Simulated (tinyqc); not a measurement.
Inside a calculation. Model: band-to-band tunnelling and avalanche in a reverse-biased abrupt junction. Computed by tinyqc, a small Python program that keeps every step. Command: `OMP_NUM_THREADS=1 python tinyqc.py 3002929 3002930 out.jsonl zener walk`. One thread of a shared host (Intel(R) Xeon(R) Processor @ 2.30GHz), about 0.01 s of CPU time with the checks. Intermediate numbers are printed to about 7 digits and carried at full precision; extremes and crossings named in words are read from the listed rows.

Direct Kane tunnelling in the local field (for indirect gaps the mass is an effective fit) and one ionisation coefficient for both carriers. N is the doping of the light side, or N_A N_D/(N_A + N_D) for the symmetric junction; the built-in voltage is taken as E_g/e.

Inputs (values chosen for the exercise, modelled on silicon):

| quantity | value | unit |
|---|---|---|
| band gap at 300 K, E_g | 1.12 | eV |
| gap narrowing with temperature, -dE_g/dT | 0.28 | meV/K |
| reduced tunnelling mass m_r | 0.18 | m_0 |
| permittivity eps | 11.7 | - |
| ionisation prefactor a | 1.1e+06 | 1/cm |
| ionisation field at 300 K, b | 1.66e+06 | V/cm |
| relative rise of b with temperature | 4.8 | 1e-4/K |
| effective doping N | 1.5e+18 | 1/cm^3 |
| reverse bias V_R | 3 | V |
| current density that defines tunnel breakdown, J_0 | 10 | A/cm^2 |
| temperature T | 300 | K |

Junction: one-sided.

Constants: eps_0 = 8.8541878128e-12 F/m; e = 1.602176634e-19 C; m_0 = 9.1093837015e-31 kg; hbar = 1.054571817e-34 J s.

## Junction at the given bias

E_g(T) = E_g - (T - 300 K)(-dE_g/dT); b(T) = b [1 + (rise)(T - 300 K)]; w = sqrt(2 eps eps_0 (V_R + E_g/e)/(e N)); F_m = 2 (V_R + E_g/e)/w; the field falls linearly from F_m to 0 across w.

E_g(T) = 1.12 eV

depletion width w = 59.59778 nm

peak field F_m = 1.382602 MV/cm

shortest tunnelling distance E_g/(e F_m) = 8.100669 nm

## Kane coefficients and peak generation rate

Kane: G(F) = A F^2 exp(-B/F), A = e^2 sqrt(m_r)/(18 pi hbar^2 sqrt(E_g)), B = pi sqrt(m_r) E_g^(3/2)/(2 e hbar), SI units; J = e int G dx x V_R/(V_R + E_g/e), the last factor making J vanish at zero bias; int G dx = (w/F_m) int_0^F_m G dF by 64 Gauss-Legendre points.

A = 3.901779e+20 1/(cm s V^2)

B = 28.61585 MV/cm

B/F_m = 20.69710

G(F_m) = 7.656306e+23 1/(cm^3 s)

## Tunnel current and multiplication

Avalanche: I = (w/F_m) int_0^F_m a exp(-b/F) dF by 64 Gauss-Legendre points, M = 1/(1 - I), breakdown at I = 1.

tunnel current density = 0.02168784 A/cm^2

ionisation integral I = 0.7277123

The estimate e G(F_m) w (F_m/B) V_R/(V_R + E_g/e), which keeps only the region near the peak, gives 0.0257 A/cm^2.

## Which breakdown comes first?

V_Z solves J = J_0 and V_A solves I = 1; the lower one is the breakdown voltage; temperature coefficients by a central difference of +/- 10 K.

tunnel breakdown V_Z = 5.990511 V

avalanche breakdown V_A = 4.126126 V

breakdown voltage = 4.126126 V

dV_Z/dT = -4.273064 mV/K

dV_A/dT = 3.343384 mV/K

Avalanche comes first, at 3.7 E_g/e. V_Z falls on heating because the gap shrinks, and V_A rises because carriers lose more energy to phonons. Caution: V_A is below about 5 E_g/e, where the local law understates it, since it ignores the distance a carrier needs to reach the ionisation energy.

## Against the doping

The formulas are those given above.

Breakdown:

| N (1/cm^3) | V_Z (V) | V_A (V) | F_m at breakdown (MV/cm) | first |
|---|---|---|---|---|
| 3.00e+16 | 2.408391e+02 | 27.58525 | 0.516112 | avalanche |
| 7.50e+16 | 1.039150e+02 | 15.99855 | 0.630183 | avalanche |
| 1.80e+17 | 4.636312e+01 | 9.92781 | 0.784291 | avalanche |
| 4.50e+17 | 1.966452e+01 | 6.39619 | 1.022841 | avalanche |
| 9.00e+17 | 1.006029e+01 | 4.85089 | 1.289269 | avalanche |
| 1.50e+18 | 5.990511e+00 | 4.12613 | 1.560156 | avalanche |
| 3.00e+18 | 2.768745e+00 | 3.57000 | 1.899627 | tunnelling |
| 7.50e+18 | 7.168605e-01 | 3.49039 | 2.064294 | tunnelling |
| 1.80e+19 | 3.727587e-02 | 4.20576 | 2.538386 | tunnelling |

The mechanism changes between 1.50e18 and 3.00e18 per cm^3. Across the table V_Z + E_g/e scales as N^-0.84 and V_A as N^-0.29: tunnelling needs a nearly fixed field, while avalanche in a thinner layer needs a higher one. Rows with V_Z below E_g/e understate it, since the local Kane formula overestimates the current there. Rows with V_A below about 5 E_g/e understate it, since the local law ignores the distance a carrier needs to reach the ionisation energy; silicon and germanium junctions change over near 4 to 6 E_g/e.

Checks made by the program: field integral against adaptive quadrature in x (relative difference 5e-10).
